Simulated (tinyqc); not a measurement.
Band offset from the macroscopic average of a supercell potential: one step. The dipole behind the step. Two cases, with inputs chosen for the exercise.

Task: A step dV of the mean electron energy from A to B across an interface equals 4 pi (e^2/4 pi eps0) times a dipole per area p (in e angstrom per angstrom^2). For a change of 0.1 eV in dV, give the charge per area moved over 2 angstrom in a medium of dielectric constant eps: sigma = 0.1 eps/(4 pi (e^2/4 pi eps0) 2). 1 angstrom^-2 = 1e16 cm^-2.

Constants: e^2/(4 pi eps0) = 14.39964547 eV angstrom.

Give: |p|; sigma.

Case 1.

Values chosen (out of a larger set: gaps near those of Si and GaP; not measured data): eps = 13 (dielectric constant at the interface).

dV = B - A = -4.20985 eV

Result:

|p| = 0.02327 e/angstrom
sigma = 3.59e+13 e/cm^2

With about 7e14 atoms per cm^2 in a plane (as on a silicon (100) face), 5.1 % of an electron per atom shifts the line-up by 0.1 eV.

Case 2.

Values chosen (out of a larger set: gaps near those of GaAs and AlAs; not measured data): eps = 11.3 (dielectric constant at the interface).

dV = B - A = -1.23991 eV

Result:

|p| = 0.00685 e/angstrom
sigma = 3.12e+13 e/cm^2

With about 7e14 atoms per cm^2 in a plane (as on a silicon (100) face), 4.5 % of an electron per atom shifts the line-up by 0.1 eV.

Computed by tinyqc, one run a case: `OMP_NUM_THREADS=1 python tinyqc.py N N+1 out.jsonl` with N = 1851167, 1851282; one thread of a shared Intel(R) Xeon(R) Processor @ 2.30GHz, about 0.01 s a run at most.
